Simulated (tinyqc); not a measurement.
Atomic layer deposition: Langmuir saturation, growth per cycle and coating of deep features: one step, computed by the program tinyqc.

Precursor A sticks only on free sites, so a long enough pulse saturates; co-reactant B then frees the sites again.

Problem. Steady growth per cycle. One cycle from coverage th0: pulse A gives th1 = th_s + (th0 - th_s) exp(-(k_a + k_d) t), th_s = k_a/(k_a + k_d); the purge leaves th2 = th1 exp(-k_d t_p); pulse B converts c_B th2 into film and leaves th3 = (1 - c_B) th2. Growth = G c_B th2. The periodic state has th0 = th3: th0 = (1 - c_B) e_p th_s (1 - e_a)/(1 - (1 - c_B) e_p e_a), with e_a = exp(-(k_a + k_d) t), e_p = exp(-k_d t_p). Share of impinging molecules used = q (th1 - th0)/(F t).

Inputs (values chosen for the exercise, modelled on silicon dioxide from an aminosilane and ozone):
```
quantity                              value      unit
site density q                          2.5    1/nm^2
growth per cycle at saturation G        1.2  angstrom
temperature T                           275         C
pulse time t                            0.4         s
co-reactant completion per pulse c_B   0.95         -
purge time t_p                           18         s
```

k_a = 8.702013 1/s

k_d = 0.01946910 1/s

flux F = 12797.08 1/(nm^2 s)

Give: coverage after pulse A; growth per cycle; share of impinging molecules used.

Solution.

coverage after pulse A = 0.96833

growth per cycle = 0.77756 angstrom

share of impinging molecules used = 4.5627e-04

The pulse is 3.48 filling times long: not fully saturated, so thickness still depends somewhat on the local dose. Desorption in the purge removes 29.6 % of the layer: the temperature window closes from above.
